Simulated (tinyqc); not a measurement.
Worked calculation: heterojunction of two tight-binding chains. Values are carried at full precision from step to step, so a last printed digit may differ when a step is redone from the rounded ones.

Left chain: hopping -t1, sites at 2 t1 (band bottom 0). Right chain: hopping -t2, sites at dE + 2 t2 (bottom dE). t = c/(m a^2), c = hbar^2/2m0. The bond across the interface is -tc with tc = f sqrt(t1 t2), and the last left site has the extra energy U. In a chain E = bottom + 2t (1 - cos(ka)); the surface Green function of a half chain is g = -exp(ika)/t, with Im k > 0 where cos(ka) > 1.

Constants: hbar^2/2m0 = 3.80998211 eV angstrom^2.

Inputs chosen for the exercise (masses and offset of the size met at GaAs / AlGaAs; not measured data): a = 4 angstrom (site spacing); m1 = 0.069 m0 (mass on the left); m2 = 0.086 m0 (mass on the right); f = 1 (factor on the interface hopping); dE = 0.24 eV (band offset); E = 0.48 eV (electron energy); U = -1.5 eV (extra energy on the last left site).

## Hoppings

Form t1, t2 and tc.

t1 = 3.4511 eV
t2 = 2.7689 eV
tc = 3.0912 eV

## Wave numbers and velocities

The left chain has hopping t1 and band bottom 0, the right one t2 and dE. cos(ka) = 1 - (E - bottom)/(2t); dE/dk = 2 t a sin(ka).

ka (rad): left 0.37514, right 0.29548

dE/dk (eV angstrom): left 10.1159, right 6.4505

## Self-energies on the last left site

Hoppings t1 (left), t2 (right), tc (interface); g is the surface Green function of a half chain. The rest of the left chain gives S1 = t1^2 g1 = -t1 exp(i k1 a); the right chain gives S2 = tc^2 g2 = -(tc^2/t2) exp(i k2 a).

S1 = -3.21107-1.26448i eV
S2 = -3.30151-1.00496i eV

## Transmission

The last site of the left chain has energy 2 t1 + U, and S1, S2 are the self-energies of the two half chains on it. G = 1/(E - 2 t1 - U - S1 - S2); T = 4 Im(S1) Im(S2) |G|^2.

G = 0.2071-0.2955i 1/eV
T = 0.6619

A fraction 0.3381 is reflected although the electron lies above the step.

## Checks

- T from the Green function against 1 - |r|^2 from matching plane waves: both 0.661865.

(tinyqc, `OMP_NUM_THREADS=1 python tinyqc.py 1481716 1481717 out.jsonl`, Intel(R) Xeon(R) Processor @ 2.30GHz, 1 thread, shared host, about 0.01 s.)
